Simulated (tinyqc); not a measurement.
Which substrate gives the strongest standing wave: standing waves and exposure in a photoresist film.

Parameters, chosen for this exercise:

| symbol | value | unit | meaning |
|---|---|---|---|
| lam | 248 | nm | vacuum wavelength |
| n1 | 1.726 |  | resist index |
| A | 0.08 | 1/micrometre | bleachable absorption (Dill A) |
| B | 0.76 | 1/micrometre | fixed absorption (Dill B) |

r12 = (N1 - Ns)/(N1 + Ns) with N1 = n1 + i (A + B) lam/(4 pi), lam in micrometres, and Ns = ns + i ks chosen for the exercise, each substrate thick; contrast 2|r|/(1 + |r|^2); the intensity at the interface relative to the forward wave is |1 + r12|^2.

Cases:

| case | ns | ks |
|---|---|---|
| near Si3N4 | 2.286 | 0.005 |
| near Cu | 1.445 | 1.806 |
| near Si | 1.562 | 3.667 |
| near Al | 0.188 | 2.895 |
| near polySi | 1.688 | 2.718 |

Rank the cases by |r12|^2, lowest first.

Answer: near Si3N4, near Cu, near polySi, near Si, near Al.

Results:

| case | ns | ks | \|r12\|^2 | contrast | phase (degrees) | \|1 + r12\|^2 |
|---|---|---|---|---|---|---|
| near Si3N4 | 2.286 | 0.005 | 0.0195 | 0.274 | 178.5 | 0.740 |
| near Cu | 1.445 | 1.806 | 0.2453 | 0.795 | -111.0 | 0.891 |
| near Si | 1.562 | 3.667 | 0.5477 | 0.956 | -135.7 | 0.489 |
| near Al | 0.188 | 2.895 | 0.8773 | 0.998 | -118.6 | 0.982 |
| near polySi | 1.688 | 2.718 | 0.3815 | 0.894 | -127.9 | 0.623 |

The strongest reflector is the case near Al (0.877) and the weakest near Si3N4 (0.0195). The intensity at the interface depends on the phase too: it is lowest for the case near Si (0.489, phase -136 degrees) and highest for near Al (0.982); a strong reflector with a phase of 180 degrees would put a node there.

Computed by tinyqc, a small Python program: `OMP_NUM_THREADS=1 python tinyqc.py 1680192 1680193 out.jsonl` (the numbers bound the seed that draws the inputs); one thread of a shared host (Intel(R) Xeon(R) Processor @ 2.30GHz), about 0.01 s for the whole set of steps.
